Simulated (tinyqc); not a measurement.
# Junctionless gate-all-around wire, depletion approximation: what changes with what

A uniformly doped n-type wire of radius R under a surrounding gate; long channel. Below flat band a shell from radius rc to R is fully depleted and the neutral core, at channel potential V (0 at the source, Vd at the drain), carries the current with constant mobility; s = (rc/R)^2 is the share of the cross-section that conducts. The edge of the depleted shell is taken as abrupt, so there is no subthreshold current.

Values chosen for this exercise; material values those of a made-up semiconductor:
```
symbol,value,unit,meaning
eps_r,13.4,,relative permittivity of the semiconductor
eox,7.5,,relative permittivity of the gate insulator
tox,6.5,nm,insulator thickness
R,5,nm,wire radius
Nd,3.5e19,cm^-3,donor density
Vfb,0.91,V,flat-band voltage
mu,68,cm^2/(V s),effective mobility in the wire
L,0.05,um,gate length
Vd,0.05,V,drain voltage
```

Constants: q = 1.602176634e-19 C, eps0 = 8.8541878128e-14 F/cm where lengths are in cm. Results are converted to the units shown.

Each table varies one quantity; the others keep the values above.

## Effect of the wire radius on the threshold

Cox = eps0 eox/(R ln(1 + tox/R)); A = q Nd R^2/(4 eps0 eps_r); B = q Nd R/(2 Cox); VT = Vfb - A - B. The flat-band conductance is G0 = q mu Nd pi R^2/L.

Effect of the wire radius on the threshold:
```
R (nm),Cox (uF/cm^2),A (V),B (V),VT (V),G0 (uS)
1.7,2.4825,0.034148,0.19200,0.68385,6.9241
2.2,2.1955,0.057189,0.28096,0.57185,11.596
3,1.9203,0.10634,0.43802,0.36564,21.563
4.1,1.7052,0.19862,0.67417,0.037206,40.275
5.5,1.5476,0.35743,0.99643,-0.44386,72.476
7.4,1.4235,0.64704,1.4576,-1.1946,131.20
10,1.3261,1.1816,2.1144,-2.3860,239.59
```

As R goes from 1.7 to 10 nm, VT falls from 0.684 to -2.39 V and G0 rises from 6.92 to 240 uS. A + B goes on average as R^(1.51). The device is normally off (VT > 0) in 4 of the 7 rows. More conductance costs threshold voltage: the same dopants that conduct must be depleted. For R = 7.4 to 10 nm the surface field at full depletion passes 1.5 MV/cm, where tunnelling or breakdown may set in. For R = 1.7 to 2.2 nm quantum confinement, left out here, matters.

## Transfer curve

s solves Vfb - Vg + V = A (1 - s + s ln s) + B (1 - s), and s = 0 where the left side exceeds A + B. I = (q mu Nd pi R^2/L)[g(s0) - g(sL)], g = A (s^2/4 - (s^2/2) ln s) + B s^2/2, with s0 at V = 0 and sL at V = Vd.

Results:
```
Vg (V),s0,rc at the source (nm),sL,I (uA)
-0.17,0.045276,1.0639,0.019006,0.095395
-0.04,0.12565,1.7724,0.093055,0.32703
0.1,0.22587,2.3763,0.18868,0.62040
0.23,0.32908,2.8683,0.28832,0.92419
0.36,0.44094,3.3202,0.39694,1.2544
0.49,0.56085,3.7445,0.51381,1.6089
0.62,0.68847,4.1487,0.63849,1.9868
0.89,0.97734,4.9430,0.92144,2.8430
```

Estimate the missing row, Vg = 0.76 V.

Computed row:
```
Vg (V),s0,rc at the source (nm),sL,I (uA)
0.76,0.83428,4.5669,0.78122,2.4188
```

With this row back in the table: Between VT = -0.265 V and flat band, the core radius rises from 1.06 to 4.94 nm and the current rises from 0.0954 to 2.84 uA. The drain end is pinched off in 0 of the 9 rows. ds0/dVg is 0.618 1/V between the first two rows and 1.10 1/V between the last two: the gate acts more strongly when the depleted shell between it and the core is thin. At Vg = -0.17 V the core at the source is under two Debye lengths (at 300 K) in radius, so the abrupt edge fails.

tinyqc, about 0.01 s, one thread, Intel Xeon 2.30GHz (shared host): `OMP_NUM_THREADS=1 python tinyqc.py 2460073 2460074 out.jsonl`
